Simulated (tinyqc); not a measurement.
Circular transfer-length structure: one step of the calculation.

A disc contact of radius r0 and a very wide ring contact from r1 = r0 + sp outwards lie on a thin layer; the metal has no resistance and the sheet resistance under the contacts equals Rsh.

Question. The three parts of the resistance. Transfer length Lt = sqrt(rc/Rsh). R = (Rsh/2 pi) [(Lt/r0) I0(r0/Lt)/I1(r0/Lt) + ln(r1/r0) + (Lt/r1) K0(r1/Lt)/K1(r1/Lt)] with modified Bessel functions; for r0 >> Lt both ratios tend to 1.

Inputs (values chosen for the exercise):
```
symbol,value,unit,meaning
Rsh,660,ohm/sq,sheet resistance of the semiconductor layer
rc,8.8e-6,ohm cm^2,specific contact resistivity
r0,3.7,um,radius of the inner contact
sp,3.5,um,gap between the contacts
```

Wanted: Lt; I0/I1; K0/K1; inner contact; gap; outer contact; R.

Answer.

Lt = 1.155 um
I0/I1 = 1.214
K0/K1 = 0.9282
inner contact = 39.78 ohm
gap = 69.93 ohm
outer contact = 15.64 ohm
R = 125.4 ohm

The contacts make up 44.2 % of R.

Program tinyqc, `OMP_NUM_THREADS=1 python tinyqc.py 2760166 2760167 out.jsonl`; Intel Xeon 2.30GHz, shared host, one thread, about 0.01 s.
